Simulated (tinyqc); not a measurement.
# Random telegraph noise from one oxide trap in a small MOSFET, step by step

Program tinyqc, `OMP_NUM_THREADS=1 python tinyqc.py 2710081 2710082 out.jsonl`; Intel Xeon 2.30GHz, shared host, one thread, about 0.01 s. Printed values are rounded.

An acceptor-like trap exchanges electrons with the channel. Inversion charge Q = Cox u, u = n Vt W0(exp((Vg - VT)/(n Vt))), W0 the Lambert function, n = nf, Cox = eps0 eox/tox; linear regime Id = (W/L) mu Q Vd. Relative to threshold the surface potential rises by Vt ln(u/u0) and the oxide voltage by the rest of Vg - VT, with u0 = n Vt W0(1).

Inputs (values chosen for the exercise); values of the order met in silicon transistors:

| symbol | value | unit | meaning |
|---|---|---|---|
| T | 350 | K | temperature |
| eox | 3.9 |  | relative permittivity of the gate insulator (close to silicon dioxide) |
| tox | 5 | nm | insulator thickness |
| xt | 1.5 | nm | depth of the trap from the channel interface |
| E0 | 0.04 | eV | trap level above the channel Fermi level at threshold |
| s0 | 1e-16 | cm^2 | capture prefactor |
| EB | 0.49 | eV | capture barrier (lattice relaxation) |
| lt | 0.13 | nm | tunnelling decay length |
| vth | 1.8e7 | cm/s | thermal velocity |
| zi | 2 | nm | thickness of the inversion layer |
| VT | 0.43 | V | threshold voltage |
| nf | 1.12 |  | body factor |
| W | 270 | nm | gate width |
| L | 50 | nm | gate length |
| mu | 210 | cm^2/(V s) | mobility |
| asc | 0 | V s | scattering coefficient of the charged trap |
| Vd | 0.05 | V | drain voltage |
| Vg | 0.5 | V | gate voltage |

Constants: q = 1.602176634e-19 C, kB = 1.380649e-23 J/K, Vt = kB T/q, eps0 = 8.8541878128e-14 F/cm where lengths are in cm. Results are converted to the units shown.

Range of the model: VT is taken as given; short-channel effects and the uneven flow of current among few electrons are left out.

## Trap level, time constants and occupancy

N = Cox u/q; dpsi = Vt ln(u/u0); E = E0 - dpsi - (xt/tox)(Vg - VT - dpsi); capture time tc = 1/[(N/zi) vth s0 exp(-xt/lt - EB/Vt)]; emission time te = tc exp(-E/Vt); occupancy te/(tc + te).

u = 0.05409431 V
N = 2.331764e11 cm^-2
dpsi = 0.03130692 V
E = -0.002914847 eV
tc = 555.7156 s
te = 612.1030 s
occupancy = 0.5241422

The trap lies 0.097 Vt below the Fermi level, so it is filled most of the time.

## Step height

A = W L; threshold step dV = q (1 - xt/tox)/(Cox A); gm/Id = 1/(u + n Vt); relative step dI/I = (gm/Id) dV + asc mu/A. Id as defined.

electrons in the channel N A = 31.47881
dV = 1.202905 mV
gm/Id = 11.37990 1/V
number part of dI/I = 1.368893 %
dI/I = 1.368893 %
Id = 2.118254 uA
dI = 28.99664 nA

## Lorentzian spectrum

Spectrum S(f) = 4 dI^2/{(tc + te)[(1/tc + 1/te)^2 + (2 pi f)^2]}; corner fc = (1/tc + 1/te)/(2 pi); variance dI^2 tc te/(tc + te)^2. Give S at f = 0, at fc and at 10 fc.

fc = 5.464097e-4 Hz
S(0) = 2.443337e-13 A^2/Hz
S(fc) = 1.221668e-13 A^2/Hz
S(10 fc) = 2.419145e-15 A^2/Hz
rms current = 14.48141 nA

The rms value is 0.499 of the step; it reaches its largest share, 1/2, when tc = te.
